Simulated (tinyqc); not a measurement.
From results back to parameters: two-band massive Dirac model of the K valleys. Four cases, with inputs chosen for the exercise.

Problem. In the valley model H = [[D/2, a t (kx - i ky)], [a t (kx + i ky), -D/2 + lam sz]], sz = +/-1, a t is hbar v. The gaps of the two spins, A and B, are G = D - lam and D + lam, the band-edge mass of A is c (D - lam)/(a t)^2, c = hbar^2/2m0, and its Berry curvature at the edge is 2 (a t)^2/G^2 in size. The values below come from hidden D, lam and t.

Constants: hbar^2/2m0 = 3.80998211 eV angstrom^2.

Find: D, lam, t; |Omega| at the A edge.

Method. The mean of the gaps is D and half their difference lam; a t = sqrt(c G_A/m). The curvature 2 (a t)^2/G^2 equals 2c/(m G).

Case 1.

Values chosen (out of a larger set: near those used for monolayer MoSe2; not measured data): a = 3.322 angstrom (lattice constant).

gaps (eV): A 1.4380, B 1.6220

mass of A = 0.527642 m0

Solution.

D, lam, t (eV): 1.530  0.092  0.970

|Omega| at the A edge = 10.043 angstrom^2

Case 2.

Values chosen (out of a larger set: near those used for monolayer MoSe2; not measured data): a = 3.305 angstrom (lattice constant).

gaps (eV): A 1.4190, B 1.5810

mass of A = 0.494951 m0

Solution.

D, lam, t (eV): 1.500  0.081  1.000

|Omega| at the A edge = 10.849 angstrom^2

Case 3.

Values chosen (out of a larger set: near those used for monolayer WS2; not measured data): a = 3.204 angstrom (lattice constant).

gaps (eV): A 1.5640, B 1.9960

mass of A = 0.300431 m0

Solution.

D, lam, t (eV): 1.780  0.216  1.390

|Omega| at the A edge = 16.217 angstrom^2

Case 4.

Values chosen (out of a larger set: near those used for monolayer MoS2; not measured data): a = 3.195 angstrom (lattice constant).

gaps (eV): A 1.5810, B 1.7190

mass of A = 0.416696 m0

Solution.

D, lam, t (eV): 1.650  0.069  1.190

|Omega| at the A edge = 11.566 angstrom^2

Computed by tinyqc, one run a case: `OMP_NUM_THREADS=1 python tinyqc.py N N+1 out.jsonl` with N = 1480311, 1480325, 1480329, 1480340; one thread of a shared Intel(R) Xeon(R) Processor @ 2.30GHz, about 0.01 s a run at most.
